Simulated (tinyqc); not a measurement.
Inside a calculation (part 2 of 2). Method: RHF in the 3-21g basis, for H3+, spin multiplicity 1. Computed by tinyqc, a small Python program that keeps every step (integrals from PySCF). Command: `OMP_NUM_THREADS=1 python tinyqc.py 26247 26248 out.jsonl` (the two numbers bound the seeds that draw the settings). One thread of a shared host (Intel(R) Xeon(R) Processor @ 2.60GHz), about 0.05 s of CPU time with the checks.

Geometry (angstrom):
```
atom         x         y          z
H     0.000000  0.000000   0.000000
H     0.000000  0.000000   0.796000
H     0.000000  0.000000  -0.796000
```

## Iteration 3: diagonalisation and new density

extrapolated F (hartree):
```
           1H 1s      1H 2s      2H 1s      2H 2s      3H 1s      3H 2s
1H 1s  -0.521638  -0.909623  -0.640727  -0.720398  -0.640727  -0.720398
1H 2s  -0.909623  -0.869000  -0.639415  -0.710962  -0.639415  -0.710962
2H 1s  -0.640727  -0.639415  -0.246456  -0.666170  -0.200037  -0.373768
2H 2s  -0.720398  -0.710962  -0.666170  -0.646015  -0.373768  -0.507866
3H 1s  -0.640727  -0.639415  -0.200037  -0.373768  -0.246456  -0.666170
3H 2s  -0.720398  -0.710962  -0.373768  -0.507866  -0.666170  -0.646015
```

X:
```
           1H 1s      1H 2s      2H 1s      2H 2s      3H 1s      3H 2s
1H 1s   1.292561  -0.614943  -0.124233   0.112744  -0.124233   0.112744
1H 2s  -0.614943   3.575420  -0.025135  -1.512328  -0.025135  -1.512328
2H 1s  -0.124233  -0.025135   1.262904  -0.457974   0.043179   0.061815
2H 2s   0.112744  -1.512328  -0.457974   2.097367   0.061815   0.427813
3H 1s  -0.124233  -0.025135   0.043179   0.061815   1.262904  -0.457974
3H 2s   0.112744  -1.512328   0.061815   0.427813  -0.457974   2.097367
```

Diagonalise F' = X^T F X, C = X C', fill 1 alpha and 1 beta electrons from the bottom; D = 2 C_occ C_occ^T. Each column has its largest component positive (the first on a tie).

F' = X^T F X (hartree):
```
           1          2          3          4          5          6
1   0.254443  -0.703895  -0.421927  -0.094002  -0.421927  -0.094002
2  -0.703895   0.144514  -0.174027  -0.234696  -0.174027  -0.234696
3  -0.421927  -0.174027   0.349458  -0.552376   0.085078  -0.027247
4  -0.094002  -0.234696  -0.552376   0.008448  -0.027247  -0.101435
5  -0.421927  -0.174027   0.085078  -0.027247   0.349458  -0.552376
6  -0.094002  -0.234696  -0.027247  -0.101435  -0.552376   0.008448
```

orbital energies (hartree): MO1 -1.113169, MO2 -0.343648, MO3 0.049890, MO4 0.613443, MO5 0.717912, MO6 1.190342

coefficients C:
```
            MO1        MO2        MO3        MO4        MO5        MO6
1H 1s  0.350252   0.000000   0.259429  -0.691850   0.000000  -1.198551
1H 2s  0.429603   0.000000   2.828273   1.986587   0.000000   2.367932
2H 1s  0.215183   0.285575   0.000599  -0.622933  -0.892973   0.716319
2H 2s  0.044627   0.653221  -1.892186  -0.369696   1.049808  -1.359246
3H 1s  0.215183  -0.285575   0.000599  -0.622933   0.892973   0.716319
3H 2s  0.044627  -0.653221  -1.892186  -0.369696  -1.049808  -1.359246
```

D after iteration 3:
```
          1H 1s     1H 2s     2H 1s     2H 2s     3H 1s     3H 2s
1H 1s  0.245353  0.300939  0.150736  0.031261  0.150736  0.031261
1H 2s  0.300939  0.369118  0.184886  0.038344  0.184886  0.038344
2H 1s  0.150736  0.184886  0.092607  0.019206  0.092607  0.019206
2H 2s  0.031261  0.038344  0.019206  0.003983  0.019206  0.003983
3H 1s  0.150736  0.184886  0.092607  0.019206  0.092607  0.019206
3H 2s  0.031261  0.038344  0.019206  0.003983  0.019206  0.003983
```

## Iteration 4: building the Fock matrix

core Hamiltonian H = T + V (hartree):
```
           1H 1s      1H 2s      2H 1s      2H 2s      3H 1s      3H 2s
1H 1s  -1.494250  -1.321630  -0.827570  -0.979134  -0.827570  -0.979134
1H 2s  -1.321630  -1.474720  -0.889236  -1.186648  -0.889236  -1.186648
2H 1s  -0.827570  -0.889236  -1.165279  -1.120262  -0.092942  -0.380518
2H 2s  -0.979134  -1.186648  -1.120262  -1.270537  -0.380518  -0.709974
3H 1s  -0.827570  -0.889236  -0.092942  -0.380518  -1.165279  -1.120262
3H 2s  -0.979134  -1.186648  -0.380518  -0.709974  -1.120262  -1.270537
```

nuclear repulsion = 1.66198873 hartree

Given earlier and not repeated: Two-electron integrals (ij|kl) in chemists' order.

J_ij = sum D_kl (ij|kl), K_ij = sum D_kl (ik|jl); F = H + J - 0.5 K; E = tr D H + tr D J / 2 - 0.25 tr D K + E_nn.

Coulomb J (hartree):
```
          1H 1s     1H 2s     2H 1s     2H 2s     3H 1s     3H 2s
1H 1s  1.603826  0.929806  0.517295  0.654838  0.517295  0.654838
1H 2s  0.929806  1.084422  0.561523  0.848667  0.561523  0.848667
2H 1s  0.517295  0.561523  1.228359  0.740119  0.030896  0.212886
2H 2s  0.654838  0.848667  0.740119  0.937573  0.212886  0.473329
3H 1s  0.517295  0.561523  0.030896  0.212886  1.228359  0.740119
3H 2s  0.654838  0.848667  0.212886  0.473329  0.740119  0.937573
```

exchange K (hartree):
```
          1H 1s     1H 2s     2H 1s     2H 2s     3H 1s     3H 2s
1H 1s  1.262396  1.035650  0.661004  0.792292  0.661004  0.792292
1H 2s  1.035650  0.957386  0.623488  0.745987  0.623488  0.745987
2H 1s  0.661004  0.623488  0.619034  0.572140  0.276062  0.412370
2H 2s  0.792292  0.745987  0.572140  0.626147  0.412370  0.542492
3H 1s  0.661004  0.623488  0.276062  0.412370  0.619034  0.572140
3H 2s  0.792292  0.745987  0.412370  0.542492  0.572140  0.626147
```

Fock matrix F (hartree):
```
           1H 1s      1H 2s      2H 1s      2H 2s      3H 1s      3H 2s
1H 1s  -0.521621  -0.909649  -0.640777  -0.720443  -0.640777  -0.720443
1H 2s  -0.909649  -0.868991  -0.639457  -0.710975  -0.639457  -0.710975
2H 1s  -0.640777  -0.639457  -0.246436  -0.666213  -0.200077  -0.373817
2H 2s  -0.720443  -0.710975  -0.666213  -0.646037  -0.373817  -0.507891
3H 1s  -0.640777  -0.639457  -0.200077  -0.373817  -0.246436  -0.666213
3H 2s  -0.720443  -0.710975  -0.373817  -0.507891  -0.666213  -0.646037
```

total energy of this density = -1.21701779 hartree

## Iteration 4: DIIS over 4 matrices

error matrix X^T (FDS - SDF) X:
```
           1          2          3         4          5         6
1   0.000000  -0.000089   0.000022  0.000042   0.000022  0.000042
2   0.000089   0.000000   0.000078  0.000103   0.000078  0.000103
3  -0.000022  -0.000078   0.000000  0.000012   0.000000  0.000012
4  -0.000042  -0.000103  -0.000012  0.000000  -0.000012  0.000000
5  -0.000022  -0.000078   0.000000  0.000012   0.000000  0.000012
6  -0.000042  -0.000103  -0.000012  0.000000  -0.000012  0.000000
```

B (overlaps of the stored error matrices):
```
               1              2              3              4
1  4.4161595e-01  7.8239828e-02  5.1573229e-05  1.6049129e-05
2  7.8239828e-02  1.3960748e-02  1.8220497e-05  4.7377216e-06
3  5.1573229e-05  1.8220497e-05  3.0633459e-06  5.2793370e-07
4  1.6049129e-05  4.7377216e-06  5.2793370e-07  9.2749478e-08
```

Minimise |sum c_i e_i|^2 with sum c_i = 1: solve [B -1; -1 0][c; lambda] = [0; -1] with B_ij = tr e_i^T e_j, and take F = sum c_i F_i.

DIIS coefficients: 0.000950  -0.005481  -0.189024  1.193556

extrapolated F (hartree):
```
           1H 1s      1H 2s      2H 1s      2H 2s      3H 1s      3H 2s
1H 1s  -0.521626  -0.909642  -0.640780  -0.720441  -0.640780  -0.720441
1H 2s  -0.909642  -0.868985  -0.639459  -0.710975  -0.639459  -0.710975
2H 1s  -0.640780  -0.639459  -0.246449  -0.666221  -0.200081  -0.373819
2H 2s  -0.720441  -0.710975  -0.666221  -0.646044  -0.373819  -0.507894
3H 1s  -0.640780  -0.639459  -0.200081  -0.373819  -0.246449  -0.666221
3H 2s  -0.720441  -0.710975  -0.373819  -0.507894  -0.666221  -0.646044
```

## Iteration 4: diagonalisation and new density

As before.

F' = X^T F X (hartree):
```
           1          2          3          4          5          6
1   0.254500  -0.703876  -0.421978  -0.094046  -0.421978  -0.094046
2  -0.703876   0.144649  -0.174022  -0.234688  -0.174022  -0.234688
3  -0.421978  -0.174022   0.349530  -0.552451   0.085073  -0.027289
4  -0.094046  -0.234688  -0.552451   0.008438  -0.027289  -0.101456
5  -0.421978  -0.174022   0.085073  -0.027289   0.349530  -0.552451
6  -0.094046  -0.234688  -0.027289  -0.101456  -0.552451   0.008438
```

orbital energies (hartree): MO1 -1.113214, MO2 -0.343642, MO3 0.049937, MO4 0.613540, MO5 0.717993, MO6 1.190471

coefficients C:
```
            MO1        MO2        MO3        MO4        MO5        MO6
1H 1s  0.350281   0.000000   0.259421  -0.691923   0.000000  -1.198502
1H 2s  0.429210   0.000000   2.828416   1.986660   0.000000   2.367772
2H 1s  0.215198   0.285551   0.000605  -0.622876  -0.892981   0.716365
2H 2s  0.044843   0.653249  -1.892213  -0.369715   1.049791  -1.359196
3H 1s  0.215198  -0.285551   0.000605  -0.622876   0.892981   0.716365
3H 2s  0.044843  -0.653249  -1.892213  -0.369715  -1.049791  -1.359196
```

D after iteration 4:
```
          1H 1s     1H 2s     2H 1s     2H 2s     3H 1s     3H 2s
1H 1s  0.245393  0.300688  0.150759  0.031415  0.150759  0.031415
1H 2s  0.300688  0.368442  0.184730  0.038494  0.184730  0.038494
2H 1s  0.150759  0.184730  0.092620  0.019300  0.092620  0.019300
2H 2s  0.031415  0.038494  0.019300  0.004022  0.019300  0.004022
3H 1s  0.150759  0.184730  0.092620  0.019300  0.092620  0.019300
3H 2s  0.031415  0.038494  0.019300  0.004022  0.019300  0.004022
```

## Iteration 6 (converged): orbitals

converged F (hartree):
```
           1H 1s      1H 2s      2H 1s      2H 2s      3H 1s      3H 2s
1H 1s  -0.521626  -0.909646  -0.640783  -0.720445  -0.640783  -0.720445
1H 2s  -0.909646  -0.868989  -0.639463  -0.710980  -0.639463  -0.710980
2H 1s  -0.640783  -0.639463  -0.246449  -0.666226  -0.200083  -0.373823
2H 2s  -0.720445  -0.710980  -0.666226  -0.646048  -0.373823  -0.507898
3H 1s  -0.640783  -0.639463  -0.200083  -0.373823  -0.246449  -0.666226
3H 2s  -0.720445  -0.710980  -0.373823  -0.507898  -0.666226  -0.646048
```

As before.

F' = X^T F X (hartree):
```
           1          2          3          4          5          6
1   0.254505  -0.703878  -0.421979  -0.094047  -0.421979  -0.094047
2  -0.703878   0.144650  -0.174025  -0.234689  -0.174025  -0.234689
3  -0.421979  -0.174025   0.349533  -0.552454   0.085073  -0.027291
4  -0.094047  -0.234689  -0.552454   0.008438  -0.027291  -0.101456
5  -0.421979  -0.174025   0.085073  -0.027291   0.349533  -0.552454
6  -0.094047  -0.234689  -0.027291  -0.101456  -0.552454   0.008438
```

orbital energies (hartree): MO1 -1.113220, MO2 -0.343642, MO3 0.049938, MO4 0.613548, MO5 0.717997, MO6 1.190477

coefficients C:
```
            MO1        MO2        MO3        MO4        MO5        MO6
1H 1s  0.350279   0.000000   0.259419  -0.691928   0.000000  -1.198500
1H 2s  0.429207   0.000000   2.828424   1.986658   0.000000   2.367764
2H 1s  0.215198   0.285550   0.000604  -0.622874  -0.892981   0.716367
2H 2s  0.044845   0.653250  -1.892215  -0.369713   1.049791  -1.359194
3H 1s  0.215198  -0.285550   0.000604  -0.622874   0.892981   0.716367
3H 2s  0.044845  -0.653250  -1.892215  -0.369713  -1.049791  -1.359194
```

D after iteration 6:
```
          1H 1s     1H 2s     2H 1s     2H 2s     3H 1s     3H 2s
1H 1s  0.245391  0.300685  0.150759  0.031417  0.150759  0.031417
1H 2s  0.300685  0.368438  0.184729  0.038496  0.184729  0.038496
2H 1s  0.150759  0.184729  0.092620  0.019301  0.092620  0.019301
2H 2s  0.031417  0.038496  0.019301  0.004022  0.019301  0.004022
3H 1s  0.150759  0.184729  0.092620  0.019301  0.092620  0.019301
3H 2s  0.031417  0.038496  0.019301  0.004022  0.019301  0.004022
```

## Convergence

Stop when the energy changes by less than 1e-09 hartree and every element of the error matrix X^T (F D S - S D F) X is below 9e-06.

Course of the cycle:
```
iteration  E (hartree)     change  largest element of the error matrix
1          -1.14197005          -                             1.70e-01
2          -1.21474465  -7.28e-02                             3.14e-02
3          -1.21701712  -2.27e-03                             6.01e-04
4          -1.21701779  -6.68e-07                             1.03e-04
5          -1.21701781  -2.22e-08                             2.26e-06
6          -1.21701781  -7.93e-12                             1.08e-09
```

PySCF RHF in the same basis = -1.21701781 hartree

Converged in 6 iterations.

## Populations, bond orders and dipole

overlap S:
```
          1H 1s     1H 2s     2H 1s     2H 2s     3H 1s     3H 2s
1H 1s  1.000000  0.645899  0.353142  0.458709  0.353142  0.458709
1H 2s  0.645899  1.000000  0.458709  0.812814  0.458709  0.812814
2H 1s  0.353142  0.458709  1.000000  0.645899  0.019851  0.164474
2H 2s  0.458709  0.812814  0.645899  1.000000  0.164474  0.436481
3H 1s  0.353142  0.458709  0.019851  0.164474  1.000000  0.645899
3H 2s  0.458709  0.812814  0.164474  0.436481  0.645899  1.000000
```

Mulliken: Z minus the diagonal of D S on the atom; Loewdin: the same with S^(1/2) D S^(1/2); Mayer order: 2 sum_s sum (D(s) S)_ij (D(s) S)_ji over the two atoms.

Charges (e):
```
atom   Mulliken    Loewdin
1H    -0.369607  -0.060666
2H     0.684804   0.530333
3H     0.684804   0.530333
```

Mayer bond orders:
```
pair     order
2-1   0.431695
3-1   0.431695
3-2   0.099349
```

dipole moment about the origin, x y z (debye): 0.000000  0.000000  0.000000
